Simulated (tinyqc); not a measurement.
Biaxially strained (001) channel, valley splitting in an inversion layer: one step of the calculation.

A thin layer grown on a relaxed buffer is stretched in the plane. The two valleys with their long axis along the growth direction (D2) sink against the four in-plane ones (D4); confinement in a triangular well splits them too. Only the lowest subband of each set is kept; one relaxation time, so the weakening of intervalley scattering is left out.

Question. Subband edges and densities of states. Levels E(m) = 2.33811 (hbar^2 q^2 F^2/(2 m))^(1/3): E2 = E(ml), E4 = E(mt) + D; N2 = 2 mt kB T/(pi hbar^2), N4 = 4 sqrt(mt ml) kB T/(pi hbar^2).

Values chosen for this exercise; values close to those of silicon on relaxed silicon-germanium:
- T = 300 K (temperature)
- x = 0.35 (germanium share of the relaxed buffer)
- b1 = 0.0418 (lattice mismatch per unit x)
- c11 = 167 GPa (elastic constant)
- c12 = 63.8 GPa (elastic constant)
- Xu = 8.86 eV (shear deformation potential)
- ml = 0.915 m0 (longitudinal mass)
- mt = 0.189 m0 (transverse mass)
- F = 0.83 MV/cm (confining field)

Constants: q = 1.602176634e-19 C, kB = 1.380649e-23 J/K, hbar = 1.054571817e-34 J s, m0 = 9.1093837015e-31 kg, hbar^2/(2 m0) = 0.0380998212 eV nm^2. Results are converted to the units shown.

D = 228.66217 meV

Wanted: E2; E4; N2; N4.

Answer.

E2 = 0.1542 eV
E4 = 0.4895 eV
N2 = 4.082e12 cm^-2
N4 = 1.796e13 cm^-2

Of the gap E4 - E2 = 335 meV, confinement gives 107 meV.

Computed by the program tinyqc: `OMP_NUM_THREADS=1 python tinyqc.py 2530097 2530098 out.jsonl`, one thread of a shared Intel Xeon 2.30GHz, about 0.01 s for the whole run.
